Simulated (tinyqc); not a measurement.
Matthiessen's rule against the full average: mobility of a non-polar semiconductor in the relaxation-time approximation. Computed by tinyqc, a small Python program. Command: `OMP_NUM_THREADS=1 python tinyqc.py 3001020 3001021 out.jsonl rta walk`. One thread of a shared host (Intel(R) Xeon(R) Processor @ 2.30GHz), about 0.01 s of CPU time with the checks.

Each valley is treated as a sphere of mass m_d for states and rates, with one isotropic relaxation time; the conductivity mass m_c sets the current.

Inputs (values chosen for the exercise, modelled on holes in silicon):
```
quantity,value,unit
longitudinal mass m_l,0.512,m_0
transverse mass m_t,0.512,m_0
equivalent valleys Z,1,-
non-parabolicity alpha,0.28,1/eV
static permittivity eps_s,11.7,-
density rho,2329,kg/m^3
sound velocity v_l,8820,m/s
acoustic deformation potential D_A,5.1,eV
phonon energy hbar w,61,meV
optical or intervalley deformation potential D_o,8.7,1e8 eV/cm
final valleys Z_f,1,-
carrier density n,5.8e+15,1/cm^3
compensation ratio C,0,-
temperature T,350,K
```

Band: Kane. Impurity formula: Brooks-Herring. Further scattering: none.

Constants: k_B = 8.617333262e-05 eV/K; m_0 = 9.1093837015e-31 kg; e = 1.602176634e-19 C; hbar = 1.054571817e-34 J s; eps_0 = 8.8541878128e-12 F/m; k_B = 1.380649e-23 J/K; hbar = 6.582119569e-16 eV s.

Method:
- m_d = (m_l m_t^2)^(1/3); 1/m_c = (1/m_l + 2/m_t)/3; Hall mass factor A = 3 K_m (K_m + 2)/(2 K_m + 1)^2, K_m = m_l/m_t; N_I = n (1 + C)/(1 - C).
- Kane band: hbar^2 k^2/(2 m) = E (1 + alpha E), speed v = hbar k/(m (1 + 2 alpha E)), states per spin, volume and energy g(E) = m k (1 + 2 alpha E)/(2 pi^2 hbar^2); overlap factors are set to 1. Here m = m_d. Masses are multiplied by m_0 and all formulas are in SI units.
- The reduced Fermi level eta = E_F/(k_B T) solves n = 2 Z int g f dE with f = 1/(1 + exp(x - eta)) (Z = 1 unless valleys are given); screening length L_s = sqrt(eps_s eps_0 k_B T/(e^2 dn/deta)), dn/deta = 2 Z int g f (1 - f) dE.
- Integrals over x = E/(k_B T) use 160 Gauss-Legendre points in u = sqrt(x) from 0 to sqrt(max(eta, 0) + 32).
- Phonon occupation N_q = 1/(exp(hbar w/(k_B T)) - 1).
- Acoustic deformation potential (elastic, equipartition, absorption and emission together): 1/tau = 2 pi k_B T D_A^2 g(E)/(hbar rho v_l^2).
- Optical or intervalley deformation potential: 1/tau = (pi Z_f D_o^2/(rho w)) [N_q g(E + hbar w) + (N_q + 1) g(E - hbar w)], with g = 0 below the band edge.
- Each optical term is multiplied by (1 - f(E'))/(1 - f(E)), E' the final energy, for Pauli blocking.
- Singly charged impurities, momentum relaxation: 1/tau = N_I e^4 m (1 + 2 alpha E) Phi/(8 pi (eps_s eps_0)^2 hbar^3 k^3), with alpha = 0 for a parabolic band.
- Brooks-Herring: Phi = ln(1 + b) - b/(1 + b), b = 4 k^2 L_s^2.
- mu = (m_d/m_c) (2 Z e/(3 n k_B T)) int g v^2 tau f (1 - f) dE.
- Averages over x are split at the emission threshold x_0 = hbar w/(k_B T): 64 Gauss-Legendre points in sqrt(x) below it and 128 in sqrt(x - x_0) above it, up to x = max(eta, 0) + 32.
- Rates are added at each energy before the average. With <y> = int g v^2 y f (1 - f) dE: Hall factor r_H = A (3 n k_B T/(2 Z m_d)) <tau^2/(1 + 2 alpha E)>/<tau>^2 (alpha = 0 for a parabolic band); Hall mobility r_H mu; |S| = (k_B/e) (<x tau>/<tau> - eta); resistivity 1/(n e mu).
- Matthiessen's rule adds 1/mu of the separate processes.

acoustic mobility = 1661.97 cm^2/(V s)

optical mobility = 1685.11 cm^2/(V s)

ionised impurity mobility = 75419.5 cm^2/(V s)

drift mobility mu = 734.250 cm^2/(V s)

Separate mobilities:
```
process,mu (cm^2/(V s)),share of the sum of 1/mu (%)
acoustic,1662,49.793
optical,1685,49.110
ionised impurity,75419,1.097
```

mobility by Matthiessen's rule = 827.55 cm^2/(V s)

excess of Matthiessen's rule over the full mu = 12.707 %

The rule gives 827.5 against the full 734.2, 12.7 % too high; it can only overestimate, since each separate average is carried by the energies where that process is weak. The error is large because acoustic and optical scattering both carry weight and depend on energy in different ways.
